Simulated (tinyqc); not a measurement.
Electron-beam lithography: double-Gaussian proximity function, edge placement and dose correction for parallel lines. Changing the backscatter ratio eta. Computed by tinyqc, a small Python program. Command: `OMP_NUM_THREADS=1 python tinyqc.py 3113129 3113130 out.jsonl proximity sweep`. One thread of a shared host (Intel(R) Xeon(R) Processor @ 2.30GHz), about 0.01 s of CPU time with the checks.

Lines are infinitely long. Absorbed energy is counted so that the middle of a very large area written at dose 1 receives 1; the resist develops where it exceeds 1/2.

Inputs (values chosen for the exercise, of the order of those for 20 keV electrons in resist on silicon): forward range alpha = 0.018 micrometre; backscatter range beta = 2.1 micrometre; base dose D0 = 85 microcoulomb/cm^2; width of the test line = 0.24 micrometre; pattern density around the test line = 0.8.

line widths (micrometre): [1.2, 0.9, 0.054, 0.038]

gaps between the lines (micrometre): [0.14, 0.19, 0.064]

Method:
- The first line starts at x = 0; each next one starts after the width and the gap.
- f(r) = [exp(-r^2/alpha^2)/alpha^2 + eta exp(-r^2/beta^2)/beta^2]/(pi (1 + eta)). A line from a to b at dose d gives E(x) = d [S(alpha) + eta S(beta)]/(1 + eta), S(s) = [erf((b - x)/s) - erf((a - x)/s)]/2.
- M_ij is the mean of E at the two edges of line i from line j at dose 1.
- Uncorrected edge energies are M 1. Solve M d = 1/2 for the doses d that put the mean edge energy of every line at the threshold.
- A test line of width w << beta in surroundings of density rho, all at dose d: near its edge E(x) = d [S + eta rho]/(1 + eta), S = [erf((b - x)/alpha) - erf((a - x)/alpha)]/2 for edges a and b, the second term being the background energy. Dose to size d_s = (1 + eta)/(erf(w/alpha) + 2 eta rho), dose = d_s D0; edge slope d [1 - exp(-w^2/alpha^2)]/(sqrt(pi) alpha (1 + eta)); width change per 1 % of dose = 2 x 0.01 x (1/2)/slope.

One run for each value:
```
backscatter ratio eta  largest over smallest dose  dose to size d_s  width change per 1 % of dose (nm)
0.1                                        1.0242           0.94828                             0.3701
0.3                                        1.0671           0.87838                             0.4722
0.5                                        1.1101           0.83333                             0.5743
0.7                                        1.1531           0.80189                             0.6764
0.9                                        1.1963           0.77869                             0.7785
1.1                                        1.2396           0.76087                             0.8806
1.3                                        1.2830           0.74675                             0.9826
1.5                                        1.3266           0.73529                             1.0847
1.7                                        1.3704           0.72581                             1.1868
```

Over the rows, largest over smallest dose rises from 1.02 to 1.37 (exponent d ln y / d ln x 0.037 between the first rows and 0.26 between the last); dose to size d_s falls from 0.948 to 0.726 (exponent d ln y / d ln x -0.070 between the first rows and -0.10 between the last); width change per 1 % of dose (nm) rises from 0.370 to 1.19 (exponent d ln y / d ln x 0.22 between the first rows and 0.72 between the last).

Extremes, crossings and ranges named in words are read from the listed rows.
